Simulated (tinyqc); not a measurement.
Inside a calculation. Method: RKS/LDA (VWN5) in the sto-3g basis, for B+, spin multiplicity 1. One step of it, computed by the program tinyqc.

Task: Iteration 1: diagonalisation and new density. Diagonalise F' = X^T F X, C = X C', fill 2 alpha and 2 beta electrons from the bottom; D = 2 C_occ C_occ^T. Each column has its largest component positive (the first on a tie).

Kohn-Sham matrix F (hartree):
```
            1B 1s      1B 2s     1B 2px     1B 2py     1B 2pz
1B 1s   -8.668207  -2.334971  -0.022704   0.017387   0.014640
1B 2s   -2.334971  -1.439100  -0.075301   0.077009   0.048208
1B 2px  -0.022704  -0.075301  -0.646627  -0.005130  -0.000617
1B 2py   0.017387   0.077009  -0.005130  -0.636969   0.002730
1B 2pz   0.014640   0.048208  -0.000617   0.002730  -0.648070
```

X:
```
            1B 1s      1B 2s    1B 2px    1B 2py    1B 2pz
1B 1s    1.028732  -0.141141  0.000000  0.000000  0.000000
1B 2s   -0.141141   1.028732  0.000000  0.000000  0.000000
1B 2px   0.000000   0.000000  1.000000  0.000000  0.000000
1B 2py   0.000000   0.000000  0.000000  1.000000  0.000000
1B 2pz   0.000000   0.000000  0.000000  0.000000  1.000000
```

Give: F' = X^T F X; orbital energies; coefficients C; D after iteration 1.

Result:

F' = X^T F X (hartree):
```
         1        2        3        4        5
1  -8.5241  -1.0500  -0.0127   0.0070   0.0083
2  -1.0500  -1.0176  -0.0743   0.0768   0.0475
3  -0.0127  -0.0743  -0.6466  -0.0051  -0.0006
4   0.0070   0.0768  -0.0051  -0.6370   0.0027
5   0.0083   0.0475  -0.0006   0.0027  -0.6481
```

orbital energies (hartree): MO1 -8.6683, MO2 -0.9192, MO3 -0.6482, MO4 -0.6473, MO5 -0.5903

coefficients C:
```
            MO1      MO2      MO3      MO4      MO5
1B 1s    1.0000  -0.2610  -0.0008   0.0103  -0.1002
1B 2s    0.0001   0.9634   0.0028  -0.0417   0.3852
1B 2px   0.0028   0.2395   0.5586   0.5821  -0.5402
1B 2py  -0.0022  -0.2410   0.0354   0.6940   0.6775
1B 2pz  -0.0018  -0.1542   0.8287  -0.4218   0.3340
```

D after iteration 1:
```
          1B 1s    1B 2s   1B 2px   1B 2py   1B 2pz
1B 1s    2.1361  -0.5027  -0.1194   0.1215   0.0769
1B 2s   -0.5027   1.8562   0.4615  -0.4643  -0.2972
1B 2px  -0.1194   0.4615   0.1148  -0.1154  -0.0739
1B 2py   0.1215  -0.4643  -0.1154   0.1161   0.0743
1B 2pz   0.0769  -0.2972  -0.0739   0.0743   0.0476
```
